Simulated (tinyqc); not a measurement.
# Surface potential of a MOS transistor: implicit equation and explicit approximations, step by step

Computed by the program tinyqc: `OMP_NUM_THREADS=1 python tinyqc.py 2122232 2122233 out.jsonl`, one thread of a shared Intel Xeon 2.30GHz, about 0.01 s for the whole run. Printed values are rounded.

p-type body, charge-sheet picture, depletion and inversion only, full ionisation (an idealisation for deep acceptors), Boltzmann statistics (rough once Na exp(x - xn) passes about Nc/7). In units of Vt: xg = (Vg - Vfb)/Vt, x = psi/Vt, G = gamma/sqrt(Vt), xn = (2 phiF + Vc)/Vt. The implicit equation is (xg - x)^2 = G^2 [x - 1 + exp(x - xn)] for x above about 3. Cox = eps0 eox/tox.

Values chosen for this exercise; band and dielectric values close to those of silicon:
- T = 250 K (temperature)
- Eg = 1.1 eV (band gap)
- eps_r = 11.6 (relative permittivity)
- Nc = 2.12e19 cm^-3 (conduction-band density of states at T)
- Nv = 2.02e19 cm^-3 (valence-band density of states at T)
- eox = 7.38 (relative permittivity of the gate insulator (close to silicon nitride))
- tox = 21 nm (insulator thickness)
- Na = 7.1e17 cm^-3 (acceptor density)
- Vfb = -0.41 V (flat-band voltage)
- Vc = 0 V (channel-body voltage)
- Vg = 1.9 V (gate-body voltage)

Constants: q = 1.602176634e-19 C, kB = 1.380649e-23 J/K, Vt = kB T/q, eps0 = 8.8541878128e-14 F/cm where lengths are in cm. Results are converted to the units shown.

## Scales

ni = sqrt(Nc Nv) exp(-Eg/(2 Vt)), Eg in volts; phiF = Vt ln(Na/ni); gamma = sqrt(2 q eps0 eps_r Na)/Cox; VT = Vfb + Vt (xn + G sqrt(xn - 1)).

phiF = 0.477349 V
gamma = 1.55352 V^0.5
G = 10.5843
xn = 44.3152
VT = 2.04540 V
xg = 107.226

## Explicit approximation

Depletion value a = 1 + [sqrt(G^2/4 + xg - 1) - G/2]^2; inversion value b = xn + ln[(xg - xn)^2/G^2 - xn + 1] and first guess y = min(a, b) - ln(1 + exp(-|a - b|)) if a > xn + 1, else b = y = a; one second-order correction with D = exp(y - xn), p = 2 (xg - y) + G^2 (1 + D), w = (xg - y)^2 - G^2 (y - 1 + D): z = y + 2 w/(p + sqrt(p^2 - 2 (2 - G^2 D) w)), or the Newton step z = y + w/p where the root is not real.

a = 40.6112
b = 40.6112
y = 40.6112
p = 248.014
w = -2.75850
z = 40.6000

The root of the implicit equation is x = 40.6000; y misses it by 0.011 and z by -2.5e-9, in units of Vt.

## Starting value

x = y rounded to two decimals.

x at the start = 40.61

## Iteration 1: new x

D = exp(x - xn), f = (xg - x)^2 - G^2 (x - 1 + D), f' = -2 (xg - x) - G^2 (1 + D), x(new) = x - f/f'.

D = 0.0245949
f = -2.46916
f' = -248.013
x after iteration 1 = 40.6000

## Iteration 2: new x

As before.

D = 0.0243513
f = -3.69789e-5
f' = -248.006
x after iteration 2 = 40.6000

## Course of the iteration

Stop when the step is below 1e-11, or after 60 iterations.

Course of the iteration:
```
iteration  x before the step       step
1                      40.61   -9.96e-3
2                    40.6000   -1.49e-7
3                    40.6000  -7.11e-15
```

Converged in 3 iterations.

## Potential, charges and gate control

converged x = 40.6000

psi = Vt x; N_dep = Cox Vt G sqrt(x - 1)/q; N_inv = (Cox Vt G/q) [sqrt(x - 1 + exp(x - xn)) - sqrt(x - 1)]; dpsi/dVg = 1/[1 + G^2 (1 + exp(x - xn))/(2 (xg - x))].

psi = 0.874660 V
N_dep = 2.78674e12 cm^-2
N_inv = 8.5669e8 cm^-2
dpsi/dVg = 0.537291

psi lies 3.7 Vt below 2 phiF + Vc.
